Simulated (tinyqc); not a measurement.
Floating body of a partially depleted SOI transistor: body voltage and kink: output curve and kink.

Source at 0 V. Channel current Ic = 2 nf K Vt^2 [F(0) - F(Vd)](1 + la Vd), F(V) = ln^2(1 + exp((Vg - VT - nf V)/(2 nf Vt))), VT = VT0 - gb Vb. Saturation voltage Vs = 2 Vt sqrt(F(0)) + 3 Vt, excess Ve = (Vd - Vs + sqrt((Vd - Vs)^2 + 0.0004 V^2))/2, multiplication M1 = Ai Ve exp(-Bl/Ve). Each junction passes D(v) = J1 (exp(v/Vt) - 1) + J2 (exp(v/(2 Vt)) - 1). Bipolar current Ib = bb J1 (exp(Vb/Vt) - 1). The body settles where M1 (Ic + Ib) = D(Vb) + D(Vb - Vd) + Vb/Rb; drain current Id = (1 + M1)(Ic + Ib) - D(Vb - Vd).

Rows with more than one solution for Vb (latch) are left out; dId/dVd by a forward difference over 1e-4 V, swing = 1e-4 V over the change of log10 Id; M1 under 1e-12 is printed as 0.

Parameters, values chosen for the exercise; values of the order met in partially depleted silicon-on-insulator transistors: temperature T = 300 K; threshold at zero body voltage VT0 = 0.45 V; fall of the threshold per volt of body voltage gb = 0.18; slope factor nf = 1.41; gain factor per width K = 420 uA/(V^2 um); channel-length modulation factor la = 0.09 1/V; impact-ionisation prefactor Ai = 1.94 1/V; impact-ionisation voltage Bl = 7.8 V; diffusion saturation current of each junction J1 = 2.4e-12 uA/um; recombination saturation current of each junction J2 = 9.1e-8 uA/um; gain of the lateral bipolar transistor on the diffusion current bb = 3; resistance of a weak body tie to the source (1e9 stands for no tie, and the term is then dropped) Rb = 1e9 kohm um; gate voltage Vg = 0.36 V.

Constants: q = 1.602176634e-19 C, kB = 1.380649e-23 J/K, Vt = kB T/q. Results are converted to the units shown.

Result of one run:

| Vd (V) | Vb (V) | M1 | Id, floating (uA/um) | Id, grounded (uA/um) | ratio | dId/dVd, floating (uS/um) | dId/dVd, grounded (uS/um) |
|---|---|---|---|---|---|---|---|
| 1.8 | 0.5792 | 0.03153 | 0.6407 | 0.06207 | 10.32 | 0.5722 | 0.01156 |

What becomes of these results when the drain voltage Vd is changed from 1.8 to 1.2 V, all else the same?

Result of the changed run:

| Vd (V) | Vb (V) | M1 | Id, floating (uA/um) | Id, grounded (uA/um) | ratio | dId/dVd, floating (uS/um) | dId/dVd, grounded (uS/um) |
|---|---|---|---|---|---|---|---|
| 1.2 | 0.4451 | 0.001651 | 0.3464 | 0.05732 | 6.043 | 0.5533 | 0.005444 |

The whole series:

| Vd (V) | Vb (V) | M1 | Id, floating (uA/um) | Id, grounded (uA/um) | ratio | dId/dVd, floating (uS/um) | dId/dVd, grounded (uS/um) |
|---|---|---|---|---|---|---|---|
| 0.8 | 0.1732 | 2.089e-5 | 0.1155 | 0.05535 | 2.087 | 0.4841 | 0.004669 |
| 1 | 0.3395 | 2.879e-4 | 0.2285 | 0.05630 | 4.059 | 0.6050 | 0.004845 |
| 1.2 | 0.4451 | 0.001651 | 0.3464 | 0.05732 | 6.043 | 0.5533 | 0.005444 |
| 1.4 | 0.5092 | 0.005796 | 0.4475 | 0.05852 | 7.648 | 0.4670 | 0.006708 |
| 1.6 | 0.5500 | 0.01498 | 0.5390 | 0.06005 | 8.976 | 0.4649 | 0.008751 |
| 1.8 | 0.5792 | 0.03153 | 0.6407 | 0.06207 | 10.32 | 0.5722 | 0.01156 |
| 2 | 0.6026 | 0.05751 | 0.7777 | 0.06472 | 12.02 | 0.8297 | 0.01505 |
| 2.2 | 0.6230 | 0.09451 | 0.9913 | 0.06813 | 14.55 | 1.376 | 0.01909 |

Vb rises from 0.173 to 0.623 V and the ratio of the currents rises from 2.09 to 14.6. The output conductance with a floating body exceeds the grounded value by the largest factor among the rows, 125, at Vd = 1 V, where Vb = 0.340 V and M1 = 2.88e-4.

Range of the model: The multiplication law is an empirical form chosen for the exercise; self-heating and capacitive coupling to the body are left out, and the linear laws are rough once Vb passes about 0.7 V or M1 about 0.1.

Numbers from tinyqc (`OMP_NUM_THREADS=1 python tinyqc.py 2182175 2182176 out.jsonl`; about 0.2 s on one thread of a shared Intel Xeon 2.30GHz).
